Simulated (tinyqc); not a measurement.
Solid solubility of a dopant against its melt (retrograde solidus), clustering and the electrically active fraction: one step, computed by the program tinyqc. Command: `OMP_NUM_THREADS=1 python tinyqc.py 3008232 3008233 out.jsonl retro walk`. One thread of a shared host (Intel(R) Xeon(R) Processor @ 2.30GHz), about 0.01 s of CPU time with the checks.

Task: Active fraction after the anneal. A highly soluble donor (another dopant than that of the solidus) is limited by clustering. Donors N_a are active, and clusters hold m atoms each: N_t = N_a + m C, m C = N* (N_a/N*)^m (n/N*)^m, each atom taking one electron, n = N_a/2 + sqrt(N_a^2/4 + n_i^2), n_i = prefactor x T^1.5 exp(-E_i/(k_B T)), with N*(T) = N*(1273 K) exp[-(E_b/k_B)(1/T - 1/1273)]. Resistivity = 1/(e mu N_a).

Inputs (values chosen for the exercise, for a model dopant): total dopant density N_t = 1.6e+21 1/cm^3; atoms per cluster m = 2; cluster scale N* at 1273 K = 1.7e+20 1/cm^3; activation energy E_b of the cluster scale = 0.4 eV; anneal temperature T_a = 1050 K; prefactor of n_i = 3.84e+16 1/(cm^3 K^1.5); energy E_i in n_i = 0.604 eV; mobility mu = 90 cm^2/(V s).

Clustering: clusters that take up free electrons.

Constants: k_B = 8.617333262e-05 eV/K; e = 1.602176634e-19 C.

Give: N*(T_a); active density N_a; active fraction; resistivity.

Result:

N*(T_a) = 7.837e+19 1/cm^3

active density N_a = 1.622e+20 1/cm^3

active fraction = 0.1014

resistivity = 0.4276 milliohm cm

Doubling the dose would raise N_a by only 20 %. Caution: this clustering law is a generic form; degeneracy and a doping-dependent mobility are left out.
